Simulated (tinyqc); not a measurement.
Resonant-tunnelling diode, transfer matrices and Tsu-Esaki current: two steps of the calculation.

Emitter (band edge 0), barrier d1, well Lw, barrier d2, collector (edge -V). The bias drops linearly over these layers and none in the contacts; each layer is cut into ns equal slices, flat at the value of their centres. E is the energy of motion across the layers, C = hbar^2/(2 m0), psi and psi'/m are continuous. Transport is coherent, T(E) is taken as independent of the transverse momentum, and charge in the well is ignored.

Values chosen for this exercise; masses and offsets of a made-up heterostructure:
- mw = 0.053 m0 (mass in the well, spacer and contacts)
- ns = 1 (slices in each layer)
- V = 0.048 V (bias of the collector)
- E = 0.06204 eV (trial energy)

Constants: q = 1.602176634e-19 C, hbar = 1.054571817e-34 J s, m0 = 9.1093837015e-31 kg, hbar^2/(2 m0) = 0.0380998212 eV nm^2. Results are converted to the units shown.

Task 1. Running product of the slice matrices at the trial energy. For the pair (psi, psi'/m) a flat layer has M = [[cos kd, (m/k) sin kd], [-(k/m) sin kd, cos kd]] with k = sqrt(m (E - U)/C) above its edge U, and M = [[cosh Kd, (m/K) sinh Kd], [(K/m) sinh Kd, cosh Kd]] with K = sqrt(m (U - E)/C) below it. Later slices stand to the left. With M acting on (psi, psi'/m) and v = k/m in each lead, T(E) = 4 vL vR/[(vL vR M12 - M21)^2 + (vR M11 + vL M22)^2]. vL = sqrt(mw E/C)/mw, vR = sqrt(mw (E + V)/C)/mw.

```
slice,U (eV),m (m0),width (nm)
0,0.36411765,0.096,2.5
1,-0.02400000,0.053,5.2
2,0.32788235,0.096,2.5
```

Wanted: Product after each layer; T(E).

Result 1.

Product after each layer:
```
,M11,M12 (nm),M21 (1/nm),M22
barrier d1,4.484,0.4810,39.73,4.484
well,4.914,0.5604,-37.50,-4.073
barrier d2,2.595,0.3867,11.86,2.153
```

T(E) = 0.1666

Task 2. Breit-Wigner parameters from a parabola through 1/T(E). Near a resonance 1/T(E) = (1/Tp) [1 + (2 (E - Er)/G)^2]. With y = 1/T(E) at E0 - h, E0, E0 + h: a = (y1 + y3 - 2 y2)/(2 h^2), b = (y3 - y1)/(2 h), Er = E0 - b/(2 a), 1/Tp = y2 - b^2/(4 a), G = 2 sqrt(1/(Tp a)), tau = hbar/G.

three energies (eV): [0.064116, 0.065616, 0.067116]
T(E) at these energies: [0.58137383, 0.94779094, 0.46555239]

Wanted: Er; Tp; G; tau.

Result 2.

Er = 0.065433 eV
Tp = 0.95963
G = 3.2665 meV
tau = 201.50 fs

The true maximum of T(E) lies at 0.065402 eV with height 0.9643 and full width 3.232 meV; the fitted G is 1.1 % above that width.

Computed by the program tinyqc: `OMP_NUM_THREADS=1 python tinyqc.py 2600114 2600115 out.jsonl`, one thread of a shared Intel Xeon 2.30GHz, about 0.1 s for the whole run.
